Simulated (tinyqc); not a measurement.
# Worked calculation: space-charge-limited current with shallow traps

tinyqc, about 0.01 s, one thread, Intel Xeon 2.30GHz (shared host): `OMP_NUM_THREADS=1 python tinyqc.py 2370026 2370027 out.jsonl` Printed values are rounded.

One carrier type, drift only, an injecting contact at x = 0 (zero field) and thickness L. The share th = y/(1 + y), y = (Nc/Nt) exp(-Et/kB T), of the injected charge is free: J = q mu n F, eps0 eps_r dF/dx = q (n - n0)/th.

Inputs (values chosen for the exercise): temperature T = 350 K; relative permittivity eps_r = 23.4; mobility mu = 0.00014 cm^2/(V s); thickness L = 220 nm; band density of states Nc = 1.3e19 cm^-3; trap density Nt = 1.1e18 cm^-3; trap depth Et = 0.3 eV; free carrier density in equilibrium n0 = 6.2e12 cm^-3; voltage V = 7.4 V.

Constants: q = 1.602176634e-19 C, kB = 1.380649e-23 J/K, Vt = kB T/q, eps0 = 8.8541878128e-14 F/cm where lengths are in cm. Results are converted to the units shown.

Range of the model: Diffusion and a field-dependent mobility are left out. With injecting contacts the diffusion current, about 4 pi^2 Vt th eps0 eps_r mu V/L^3, equals the Mott-Gurney current at V = 35 kB T/q (0.9 V at 300 K), so the drift-only result needs V well above that.

## Limits and characteristic voltages

Ohmic J = q n0 mu V/L; Mott-Gurney J = (9/8) th eps0 eps_r mu V^2/L^3; they cross at Vx = 8 q n0 L^2/(9 th eps0 eps_r); traps fill at V_TFL = q Nt L^2/(2 eps0 eps_r).

th = 5.65581e-4
ohmic J = 4.67777e-5 A/cm^2
Mott-Gurney J = 9.49152e-4 A/cm^2
Vx = 0.364700 V
V_TFL = 20.5851 V

## The exact current

Exact: with u = n0/n(L), w = -u - ln(1 - u) and v = -u - u^2/2 - ln(1 - u), V = (q n0 L^2/(th eps0 eps_r)) v/w^2 and J = q^2 n0^2 mu L/(th eps0 eps_r w). v/w^2 falls steadily with u, so u follows by bisection.

v/w^2 = 18.0362
u = 0.0708448
w = 0.00263469
J = 9.84385e-4 A/cm^2
exit field over V/L = 1.49085

J is 1.2 % below the plain sum of the two limits; the exit field lies between the ohmic 1 and the Mott-Gurney 1.5.
